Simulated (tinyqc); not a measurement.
Isotope shift of the local mode: vibrations of a mass or spring defect in a linear chain. Computed by tinyqc, a small Python program. Command: `OMP_NUM_THREADS=1 python tinyqc.py 3025070 3025071 out.jsonl localmode walk`. One thread of a shared host (Intel(R) Xeon(R) Processor @ 2.30GHz), about 0.01 s of CPU time with the checks.

A ring of N atoms with nearest-neighbour springs k and motion along the chain. Atom 1 is the defect, of mass M', and its two springs are k'. Odd sites are A (the defect replaces an A atom), even sites B.

Inputs (values chosen for the exercise, for a model chain):
```
quantity                         value           unit
spring constant k                 2.81  eV/angstrom^2
mass M_A                           118              u
mass M_B                           270              u
defect mass M'                    11.4              u
spring ratio k'/k at the defect      1              -
isotope mass step                    2              u
```

Host: diatomic.

Constants: nu for 1 eV/(angstrom^2 u) = 15.6333042 THz.

Method:
- Host bands: lambda from 0 to 2k/M(heavy) and from 2k/M(light) to 2k (1/M_A + 1/M_B).
- nu = 15.6333042 THz x sqrt(lambda), lambda in eV/(angstrom^2 u).
- D_ii = (sum of the two springs at i)/M_i, D_ij = -k_ij/sqrt(M_i M_j) for neighbours, closed into a ring.
- The same matrix for 120 atoms; amplitudes are the mass-weighted eigenvector, in size, relative to the defect, for the highest mode; its weight is the squared component of the normalised eigenvector on the defect.
- Raise M' by the isotope step in the 120-atom ring. First order, good only for a step much smaller than M': Delta nu/nu = -(1/2) (weight on the defect) Delta M'/M'; a defect vibrating against fixed neighbours would give sqrt(M'/(M' + step)) - 1.

highest frequency, long ring = 11.0944 THz

weight of the highest mode on the defect = 0.978391

shift, exact = -7.5887 %

shift, first order = -8.5824 %

shift, fixed neighbours = -7.7641 %

The shift is 98 % of the fixed-neighbour value; all other atoms together carry 2 % of the kinetic energy of the mode.

Extremes, crossings and ranges named in words are read from the listed rows.
